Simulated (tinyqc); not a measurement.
Inside a calculation. Method: Hubbard ring of 6 sites. Computed by tinyqc, a small Python program that keeps every step. Settings: hopping = 0.62, U = 3.9, mixing = 1, iteration cap = 71. Command: `OMP_NUM_THREADS=1 python tinyqc.py 24132 24133 out.jsonl` (the two numbers bound the seeds that draw the settings). One thread of a shared host (Intel(R) Xeon(R) Processor @ 2.60GHz), about 0.2 s of CPU time with the checks. Later iterations appear only in the table of the cycle.

## Mean-field iteration 1

one-body matrix (hopping and site energies) (eV):
```
           1          2          3          4          5          6
1   0.780000  -0.620000   0.000000   0.000000   0.000000  -0.620000
2  -0.620000  -0.220000  -0.620000   0.000000   0.000000   0.000000
3   0.000000  -0.620000   0.640000  -0.620000   0.000000   0.000000
4   0.000000   0.000000  -0.620000  -0.790000  -0.620000   0.000000
5   0.000000   0.000000   0.000000  -0.620000  -0.330000  -0.620000
6  -0.620000   0.000000   0.000000   0.000000  -0.620000   0.230000
```

U = 3.900000 eV

electrons, up and down: 4  3

mixing = 1

n(up) at the start (a guess, not normalised): 1 0.717000, 2 0.617000, 3 0.717000, 4 0.617000, 5 0.717000, 6 0.617000

n(down) at the start (a guess): 1 0.450000, 2 0.550000, 3 0.450000, 4 0.550000, 5 0.450000, 6 0.550000

H(up) = T + U n(down), H(down) = T + U n(up); fill the lowest levels; n(new) = n + mixing (n(out) - n); E = tr T (rho up + rho down) + U sum n_up n_down of the output.

levels, up (eV): 0.513587  1.299491  1.469442  2.435748  2.871618  3.420115

levels, down (eV): 1.064231  1.781235  2.030037  3.126577  3.729065  4.186655

energy = 3.932981 eV

n(up) after iteration 1: 1 0.519541, 2 0.746941, 3 0.334278, 4 0.899542, 5 0.951511, 6 0.548187

n(down) after iteration 1: 1 0.169342, 2 0.792446, 3 0.171563, 4 0.849434, 5 0.453959, 6 0.563256

## Mean-field iteration 2

As before.

levels, up (eV): 0.614447  1.081147  1.187141  2.748870  2.948765  3.429630

levels, down (eV): 1.249299  1.784012  2.254777  3.052864  3.509141  4.059907

energy = 5.136701 eV

n(up) after iteration 2: 1 0.887500, 2 0.165096, 3 0.901608, 4 0.513977, 5 0.791072, 6 0.740747

n(down) after iteration 2: 1 0.428647, 2 0.488354, 3 0.694990, 4 0.474079, 5 0.269538, 6 0.644393

## Mean-field iteration 3

As before.

levels, up (eV): 0.097638  1.158860  1.303475  2.353496  3.345195  3.751336

levels, down (eV): 0.213287  0.892046  2.356839  3.440374  4.346035  4.661419

energy = 5.185654 eV

n(up) after iteration 3: 1 0.632534, 2 0.885122, 3 0.136883, 4 0.949879, 5 0.967531, 6 0.428052

n(down) after iteration 3: 1 0.069926, 2 0.954503, 3 0.061449, 4 0.929664, 5 0.506293, 6 0.478165

## Convergence

Each step fills the lowest levels of T + U n(other spin) and sets n(new) = n + mixing (n(out) - n); stop when output and input agree to 1e-8.

Course of the cycle:

| iteration | E (eV) | largest \|n(out) - n(in)\| | mean \|n_up - n_down\| |
|---|---|---|---|
| 1 | 3.93298069 | 3.83e-01 | 0.186858 |
| 2 | 5.13670125 | 5.82e-01 | 0.274419 |
| 3 | 5.18565369 | 7.65e-01 | 0.206498 |
| 4 | 6.85164285 | 8.02e-01 | 0.305976 |
| 5 | 6.36370898 | 8.72e-01 | 0.195633 |
| 6 | 7.47217145 | 8.77e-01 | 0.266606 |
| 7 | 7.07319524 | 8.96e-01 | 0.188606 |
| 8 | 7.75335190 | 8.98e-01 | 0.208286 |
| 9 | 7.32023613 | 9.03e-01 | 0.171163 |
| 10 | 7.89138829 | 9.04e-01 | 0.177139 |
| 11 | 7.35809276 | 9.05e-01 | 0.167873 |
| ... | ... | ... | ... |
| 61 | 7.35758097 | 9.07e-01 | 0.166667 |
| 62 | 7.95290827 | 9.07e-01 | 0.166667 |
| 63 | 7.35758097 | 9.07e-01 | 0.166667 |
| 64 | 7.95290827 | 9.07e-01 | 0.166667 |
| 65 | 7.35758097 | 9.07e-01 | 0.166667 |
| 66 | 7.95290827 | 9.07e-01 | 0.166667 |
| 67 | 7.35758097 | 9.07e-01 | 0.166667 |
| 68 | 7.95290827 | 9.07e-01 | 0.166667 |
| 69 | 7.35758097 | 9.07e-01 | 0.166667 |
| 70 | 7.95290827 | 9.07e-01 | 0.166667 |
| 71 | 7.35758097 | 9.07e-01 | 0.166667 |

Not converged within 71 iterations: the residual has stopped falling: the iteration swings between two states. The lowest mean-field energy found from random starts is 2.04745 eV. Reruns (cap 100 unless said): mixing 0.2: not converged; mixing 0.5: converged in 46 (E = 2.04745); mixing 0.9: not converged; the original settings with a cap of 400: not converged.

## Exact diagonalisation (300 states)

Lowest levels of the sector, and the double occupancy of the lowest state.

lowest levels (eV): 1.652356  1.751436  2.048320  2.106498  2.231667  2.423113

double occupancy per site = 0.207806

## The lowest level by Lanczos steps

From a random start vector (not printed): a_j = <q_j|H|q_j>, b_j = norm of the remainder after orthogonalising; the Ritz value is the lowest eigenvalue of the tridiagonal matrix of a and b so far.

Lanczos:

| j | a_j (eV) | b_j (eV) | lowest Ritz value (eV) |
|---|---|---|---|
| 1 | 7.192936 | 3.458839 | 7.19293557 |
| 2 | 8.110166 | 3.917413 | 4.16243965 |
| 3 | 8.365017 | 3.406998 | 2.71854925 |
| 4 | 9.375226 | 3.765753 | 2.25777143 |
| 5 | 8.915203 | 3.404250 | 2.04942417 |
| 6 | 8.718693 | 3.728712 | 1.95055109 |
| 7 | 8.959266 | 3.810533 | 1.88545262 |
| 8 | 8.839483 | 3.381359 | 1.83131043 |
| 9 | 9.351517 | 3.666903 | 1.79952922 |
| 10 | 8.183931 | 3.400899 | 1.77628474 |
